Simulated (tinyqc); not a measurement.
Printed widths: electron-beam lithography: double-Gaussian proximity function, edge placement and dose correction for parallel lines. Computed by tinyqc, a small Python program. Command: `OMP_NUM_THREADS=1 python tinyqc.py 3113401 3113402 out.jsonl proximity walk`. One thread of a shared host (Intel(R) Xeon(R) Processor @ 2.30GHz), about 0.01 s of CPU time with the checks.

Lines are infinitely long. Absorbed energy is counted so that the middle of a very large area written at dose 1 receives 1; the resist develops where it exceeds 1/2.

Inputs (values chosen for the exercise, of the order of those for 50 keV electrons in resist on silicon): forward range alpha = 0.0081 micrometre; backscatter range beta = 9.4 micrometre; backscatter ratio eta = 0.49.

line widths (micrometre): [0.049, 0.085, 0.041, 0.034]

gaps between the lines (micrometre): [4.7, 1.7, 4.7]

Method:
- The first line starts at x = 0; each next one starts after the width and the gap.
- f(r) = [exp(-r^2/alpha^2)/alpha^2 + eta exp(-r^2/beta^2)/beta^2]/(pi (1 + eta)). A line from a to b at dose d gives E(x) = d [S(alpha) + eta S(beta)]/(1 + eta), S(s) = [erf((b - x)/s) - erf((a - x)/s)]/2.
- M_ij is the mean of E at the two edges of line i from line j at dose 1.
- Uncorrected edge energies are M 1. Solve M d = 1/2 for the doses d that put the mean edge energy of every line at the threshold.
- Edges are the roots of E(x) = 1/2 between a line centre and the middle of the next gap. Three cases: dose 1 everywhere; one common dose equal to the mean of d; the corrected doses.

Lines (micrometre):
```
line  left edge  right edge       centre
1         0.000       0.049  2.45000e-02
2         4.749       4.834  4.79150e+00
3         6.534       6.575  6.55450e+00
4        11.275      11.309  1.12920e+01
```

corrected doses: 1 1.47715, 2 1.47407, 3 1.47441, 4 1.47870

Width error, printed less drawn (nm):
```
line  drawn width (nm)   dose 1  mean dose  corrected
1                   49  -7.3924  -0.010289          0
2                   85  -7.3556   0.019633          0
3                   41  -7.3596   0.016368          0
4                   34  -7.4111  -0.025465          0
```

With the common mean dose the errors span 0.0 nm. With corrected doses the largest error is below 0.01 nm.

Extremes, crossings and ranges named in words are read from the listed rows.
